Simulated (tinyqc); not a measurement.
# Inputs raised by 10 %, one at a time

Model: formation energy of a charged point defect from supercell energies. Computed by tinyqc, a small Python program. Command: `OMP_NUM_THREADS=1 python tinyqc.py 3014146 3014147 out.jsonl formation sens`. One thread of a shared host (Intel(R) Xeon(R) Processor @ 2.30GHz), about 0.01 s of CPU time with the checks.

The host is a compound AB. Making the defect adds n_A = 1, n_B = -1 atoms to the cell. All total energies are inputs. E_F is counted from the valence-band maximum (VBM); x = 0 is A-rich and x = 1 B-rich growth.

Inputs (values chosen for the exercise, for a model compound AB):
```
quantity                       value      unit
gap E_g                         1.34        eV
E_VBM of the host cell         2.696        eV
potential alignment dV        -0.062        eV
dielectric constant eps         11.4         -
cell length L                   13.8  angstrom
mu_A of the pure element      -4.344        eV
mu_B of the pure element      -6.956        eV
formation enthalpy dH of AB    -1.16        eV
growth condition x              0.59         -
Fermi level E_F                0.164        eV
temperature T                   1400         K
site density N_s             1.5e+22     cm^-3
```

Defect: A on a B site. Supercell lattice: fcc.

charge states q: 3  2  1  0

E(defect, q) - E(host), in the order of q (eV): -5.321  -1.54  2.185  5.516

Constants: e^2/(4 pi eps_0) = 14.39964548 eV angstrom; k_B = 8.617333262e-05 eV/K.

Method:
- dmu_A = x dH and dmu_B = (1 - x) dH, so that dmu_A + dmu_B = dH; mu = mu(element) + dmu.
- The reservoir term is sum n_i mu_i.
- Image-charge correction of a point charge in a neutralising background: E_corr = q^2 alpha e^2/(4 pi eps_0) / (2 eps L), alpha = 2.888282 for a fcc array with L the cube root of the volume.
- E_f(q, E_F) = [E(defect, q) - E(host)] - sum n_i mu_i + q (E_VBM + dV + E_F) + E_corr(q).
- eps(q/q-1) = E_f(q - 1, 0) - E_f(q, 0).
- E_f(q, E_F) = E_f(q, 0) + q E_F.
- c_q = N_s exp(-E_f(q, E_F)/k_B T), with all degeneracy factors one and no vibrational entropy.

Runs:
```
input moved                         from       to  level (+3/+2) (eV)  level (+1/0) (eV)  lowest formation energy (eV)  total concentration (cm^-3)
base run                               -        -             0.48608            0.56482                        1.8595                   3.2494e+15
dielectric constant eps             11.4    12.54             0.54617            0.57683                        1.7513                   7.7581e+15
cell length L (angstrom)            13.8    15.18             0.54617            0.57683                        1.7513                   7.7581e+15
growth condition x                  0.59    0.649             0.48608            0.56482                        1.9963                   1.0449e+15
Fermi level E_F (eV)               0.164   0.1804             0.48608            0.56482                        1.9087                   2.1821e+15
temperature T (K)                   1400     1540             0.48608            0.56482                        1.8595                   1.3437e+16
formation enthalpy dH of AB (eV)   -1.16   -1.276             0.48608            0.56482                        1.8803                   2.7330e+15
potential alignment dV (eV)       -0.062  -0.0682             0.49228            0.57102                        1.8409                   3.7785e+15
```

Exponents ln(y'/y) / ln(x'/x):
```
input                        level (+3/+2)  level (+1/0)  lowest formation energy  total concentration
dielectric constant eps              1.223         0.221                   -0.629                9.131
cell length L                        1.223         0.221                   -0.629                9.131
growth condition x                   0.000         0.000                    0.745              -11.904
Fermi level E_F                      0.000         0.000                    0.274               -4.178
temperature T                        0.000         0.000                    0.000               14.894
formation enthalpy dH of AB          0.000         0.000                    0.117               -1.816
potential alignment dV               0.133         0.115                   -0.105                1.583
```

Among the inputs moved here: level (+3/+2) answers most in size to dielectric constant eps (exponent +1.223), and about equally to cell length L (+1.223); its exponent is below 0.0005 for growth condition x, Fermi level E_F, temperature T, formation enthalpy dH of AB. level (+1/0) answers most in size to dielectric constant eps (exponent +0.221), and about equally to cell length L (+0.221); its exponent is below 0.0005 for growth condition x, Fermi level E_F, temperature T, formation enthalpy dH of AB. lowest formation energy answers most in size to growth condition x (exponent +0.745), next to dielectric constant eps (-0.629); its exponent is below 0.0005 for temperature T. total concentration answers most in size to temperature T (exponent +14.894), next to growth condition x (-11.904).

Caution (all rows): the largest image-charge correction in these energies, q^2 alpha e^2/(8 pi eps_0 eps L) with alpha = 2.888282, exceeds a quarter of the gap; the point-charge term alone is then a rough estimate, usually too large for a charge that is spread out. Caution (all rows): the one-electron levels are out of order (negative U): at least one middle charge state is skipped, and the transition past it moves two or more electrons at once.

Extremes, crossings and ranges named in words are read from the listed rows.
